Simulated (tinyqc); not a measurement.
Linear model of a band gap against the share of exact exchange: one step. Band edges and a deep level. Five cases, with inputs chosen for the exercise.

Problem. The opening c = S alpha lowers the valence top by fv c and raises the conduction edge by (1 - fv) c, both against the mean potential; the level moves by cd c. Use the fixed point. Compare with stretching the level in proportion to the gap and with pinning it to either edge.

Give: opening c; shifts of the valence and conduction edges; level above the valence top; level below the conduction edge; level above the valence top: stretched, tied to the valence edge, tied to the conduction edge.

Case 1.

Values chosen (of the order of those of GaP; not measured data): E0 = 1.66 eV (gap of the semi-local functional); S = 5.53 eV (slope dE/d(alpha)); fv = 0.65 (share of the opening taken by the valence edge); Ed = 1.15 eV (defect level above the semi-local valence top); cd = -0.1 (shift of the level per unit opening, on the scale of the mean potential).

fixed point = 0.1123507

Solution.

opening c = 0.621 eV

shifts of the valence and conduction edges (eV): -0.404  0.217

level above the valence top = 1.492 eV
level below the conduction edge = 0.790 eV

level above the valence top: stretched, tied to the valence edge, tied to the conduction edge (eV): 1.580  1.150  1.771

The three recipes err by +0.09, -0.34 and +0.28 eV against alignment through the mean potential. With cd = -0.1 the level moves with the valence edge, by 0.15 times as much as that edge.

Case 2.

Values chosen (of the order of those of TiO2; not measured data): E0 = 1.88 eV (gap of the semi-local functional); S = 9.2 eV (slope dE/d(alpha)); fv = 0.62 (share of the opening taken by the valence edge); Ed = 1.45 eV (defect level above the semi-local valence top); cd = 0 (shift of the level per unit opening, on the scale of the mean potential).

fixed point = 0.1412050

Solution.

opening c = 1.299 eV

shifts of the valence and conduction edges (eV): -0.805  0.494

level above the valence top = 2.255 eV
level below the conduction edge = 0.924 eV

level above the valence top: stretched, tied to the valence edge, tied to the conduction edge (eV): 2.452  1.450  2.749

The three recipes err by +0.20, -0.81 and +0.49 eV against alignment through the mean potential. A localised level with cd = 0 stays put while the edges move away from it.

Case 3.

Values chosen (of the order of those of Ge; not measured data): E0 = 0.08 eV (gap of the semi-local functional); S = 5.04 eV (slope dE/d(alpha)); fv = 0.66 (share of the opening taken by the valence edge); Ed = 0.04 eV (defect level above the semi-local valence top); cd = 0 (shift of the level per unit opening, on the scale of the mean potential).

fixed point = 0.0625482

Solution.

opening c = 0.315 eV

shifts of the valence and conduction edges (eV): -0.208  0.107

level above the valence top = 0.248 eV
level below the conduction edge = 0.147 eV

level above the valence top: stretched, tied to the valence edge, tied to the conduction edge (eV): 0.198  0.040  0.355

The three recipes err by -0.05, -0.21 and +0.11 eV against alignment through the mean potential. A localised level with cd = 0 stays put while the edges move away from it.

Case 4.

Values chosen (of the order of those of Si; not measured data): E0 = 0.6 eV (gap of the semi-local functional); S = 4.59 eV (slope dE/d(alpha)); fv = 0.74 (share of the opening taken by the valence edge); Ed = 0.25 eV (defect level above the semi-local valence top); cd = 0 (shift of the level per unit opening, on the scale of the mean potential).

fixed point = 0.0840833

Solution.

opening c = 0.386 eV

shifts of the valence and conduction edges (eV): -0.286  0.100

level above the valence top = 0.536 eV
level below the conduction edge = 0.450 eV

level above the valence top: stretched, tied to the valence edge, tied to the conduction edge (eV): 0.411  0.250  0.636

The three recipes err by -0.12, -0.29 and +0.10 eV against alignment through the mean potential. A localised level with cd = 0 stays put while the edges move away from it.

Case 5.

Values chosen (of the order of those of GaN; not measured data): E0 = 1.97 eV (gap of the semi-local functional); S = 7.21 eV (slope dE/d(alpha)); fv = 0.7 (share of the opening taken by the valence edge); Ed = 1.67 eV (defect level above the semi-local valence top); cd = 0 (shift of the level per unit opening, on the scale of the mean potential).

fixed point = 0.1898740

Solution.

opening c = 1.369 eV

shifts of the valence and conduction edges (eV): -0.958  0.411

level above the valence top = 2.628 eV
level below the conduction edge = 0.711 eV

level above the valence top: stretched, tied to the valence edge, tied to the conduction edge (eV): 2.831  1.670  3.039

The three recipes err by +0.20, -0.96 and +0.41 eV against alignment through the mean potential. A localised level with cd = 0 stays put while the edges move away from it.

Computed by tinyqc, one run a case: `OMP_NUM_THREADS=1 python tinyqc.py N N+1 out.jsonl` with N = 1850358, 1850406, 1850455, 1850545, 1850599; one thread of a shared Intel(R) Xeon(R) Processor @ 2.30GHz, about 0.01 s a run at most.
